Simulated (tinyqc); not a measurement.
From results back to parameters: defect-molecule model of a vacancy with Jahn-Teller distortion. Three cases, with inputs chosen for the exercise.

Problem. With et the undistorted t2 level, Uc the repulsion of two electrons, I the Jahn-Teller coupling and k the force constant, the levels above Ev are E(2+/+) = et - E_JT, E(+/0) = et - 3 E_JT + Uc, the Stokes shift of the first transition is 2 E_JT, E_JT = 2 I^2/k and the distortion of the + state is 2 I/k. The values below come from hidden parameters.

Case 1.

levels (eV): (2+/+) 0.21333, (+/0) 0.14998

Stokes shift = 0.313350 eV
distortion of + = 0.138650 angstrom

Case 2.

levels (eV): (2+/+) 0.08175, (+/0) 0.12524

Stokes shift = 0.316507 eV
distortion of + = 0.149296 angstrom

Case 3.

levels (eV): (2+/+) 0.14143, (+/0) 0.18430

Stokes shift = 0.177134 eV
distortion of + = 0.097326 angstrom

Find: et, Uc; I; k.

Solution. E_JT is half the Stokes shift; et = E(2+/+) + E_JT; Uc = E(+/0) - E(2+/+) + 2 E_JT; with Q the distortion, I = E_JT/Q and k = 2 E_JT/Q^2.

Case 1.

et, Uc (eV): 0.370  0.250

I = 1.13 eV/angstrom
k = 16.3 eV/angstrom^2

Case 2.

et, Uc (eV): 0.240  0.360

I = 1.06 eV/angstrom
k = 14.2 eV/angstrom^2

Case 3.

et, Uc (eV): 0.230  0.220

I = 0.91 eV/angstrom
k = 18.7 eV/angstrom^2

Computed by tinyqc, one run a case: `OMP_NUM_THREADS=1 python tinyqc.py N N+1 out.jsonl` with N = 1451962, 1451981, 1452032; one thread of a shared Intel(R) Xeon(R) Processor @ 2.30GHz, about 0.01 s a run at most.
